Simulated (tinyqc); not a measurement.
CMOS inverter, nodal equation and switching: one step of the calculation.

An n-channel pull-down (bn, VTn) and a p-channel pull-up (bp, VTp) share the input Vin and the output node Vout, which carries the load C. Transistor (EKV form, voltages against the body): I = 2 n b Vt^2 [F(vp - Vs) - F(vp - Vd)] from drain to source, F(v) = ln^2(1 + exp(v/(2 Vt))), vp = (Vg - VT + sg |Vd - Vs|)/n. n-channel bodies are at 0; for the p-channel device all voltages are counted down from Vdd. b in uA/V^2 gives I in uA. Static: In = Ip. Transient: C dVout/dt = Ip - In. No velocity saturation, no gate capacitance beyond C.

Problem. One time step of the falling output. The input steps to Vdd at t = 0; I = In - Ip. Trapezoidal rule: V(new) = V - (dt/C)[I(V) + I(V(new))]/2, solved for V(new); 1 ps uA/fF = 1 mV.

Inputs (values chosen for the exercise): temperature T = 300 K; supply voltage Vdd = 0.5 V; slope factor n = 1.23; drain-induced barrier lowering sg = 0.113; n-channel threshold VTn = 0.33 V; p-channel threshold (magnitude) VTp = 0.39 V; gain factor of the pull-down transistor bn = 240 uA/V^2; gain factor of the pull-up transistor bp = 480 uA/V^2; load capacitance C = 0.56 fF; time step dt = 8 ps.

Constants: q = 1.602176634e-19 C, kB = 1.380649e-23 J/K, Vt = kB T/q. Results are converted to the units shown.

Vout after step 1 = 0.42977932 V

Find: I(V); I(V(new)); Vout after step 2.

Solution.

I(V) = 4.747 uA
I(V(new)) = 4.443 uA
Vout after step 2 = 0.3641 V

Computed by the program tinyqc: `OMP_NUM_THREADS=1 python tinyqc.py 2340022 2340023 out.jsonl`, one thread of a shared Intel Xeon 2.30GHz, about 0.04 s for the whole run.
